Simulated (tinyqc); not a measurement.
Field dependence: Hall factor, magnetoresistance and optical conductivity for a power-law relaxation time. Computed by tinyqc, a small Python program. Command: `OMP_NUM_THREADS=1 python tinyqc.py 3000251 3000252 out.jsonl magneto walk`. One thread of a shared host (Intel(R) Xeon(R) Processor @ 2.30GHz), about 0.01 s of CPU time with the checks.

One spherical parabolic band, tau(E) = tau_0 x^s with x = E/(k_B T). Landau quantisation is left out.

Inputs (values chosen for the exercise, with a mass close to that of electrons in GaN): effective mass m = 0.19 m_0; exponent s = -0.5; tau_0 = 190 fs; reduced Fermi level eta = -5; temperature T = 300 K.

Constants: m_0 = 9.1093837015e-31 kg; k_B = 1.380649e-23 J/K; hbar = 1.054571817e-34 J s; e = 1.602176634e-19 C.

Method:
- <y> = int y x^(3/2) f (1 - f) dx / int x^(3/2) f (1 - f) dx, f = 1/(1 + exp(x - eta)).
- Integrals over x = E/(k_B T) use 160 Gauss-Legendre points in u = sqrt(x) from 0 to sqrt(max(eta, 0) + 45).
- n = (2 m k_B T)^(3/2)/(3 pi^2 hbar^3) int x^(3/2) f (1 - f) dx; moments in units of tau_0.
- mu = e <tau>/m; weak field r_H = <tau^2>/<tau>^2 and MR = c (mu B)^2, c = <tau^3>/<tau>^3 - r_H^2; strong field r_H = 1 and MR = <tau> <1/tau> - 1.
- With w_c = e B/m: sigma_xx = (n e^2/m) <tau/(1 + w_c^2 tau^2)>, sigma_xy = (n e^2/m) <w_c tau^2/(1 + w_c^2 tau^2)>; r_H = (n e/B) sigma_xy/(sigma_xx^2 + sigma_xy^2); MR = sigma_0 sigma_xx/(sigma_xx^2 + sigma_xy^2) - 1, sigma_0 = n e^2 <tau>/m.

drift mobility mu = 1321.78 cm^2/(V s)

saturation MR = 13.1443 %

Against the field:
```
B (T)        mu B     r_H      MR (%)
0.23   3.0401e-02  1.1763  3.3956e-02
0.76   1.0046e-01  1.1675  3.2630e-01
2.3    3.0401e-01  1.1319  1.9630e+00
4.5    5.9480e-01  1.0916  4.4707e+00
7.6    1.0046e+00  1.0577  7.1271e+00
15     1.9827e+00  1.0243  1.0340e+01
30     3.9653e+00  1.0076  1.2209e+01
76     1.0046e+01  1.0013  1.2981e+01
300    3.9653e+01  1.0001  1.3134e+01
```

What does the comparison show, and why?

r_H falls from 1.176 to 1.000, so a strong-field measurement gives n directly (though the highest fields listed exceed the roughly 100 T that non-destructive magnets reach); half of the fall is done between 0.595 and 1.00 in mu B. MR starts as B^1.89 and reaches 100 % of its saturation value in the last row. It arises only because carriers of different energy have different Hall angles, which one Hall field cannot cancel. Above 42 T hbar w_c exceeds k_B T and mu B exceeds 1, and Landau quantisation replaces this picture.

Extremes, crossings and ranges named in words are read from the listed rows.
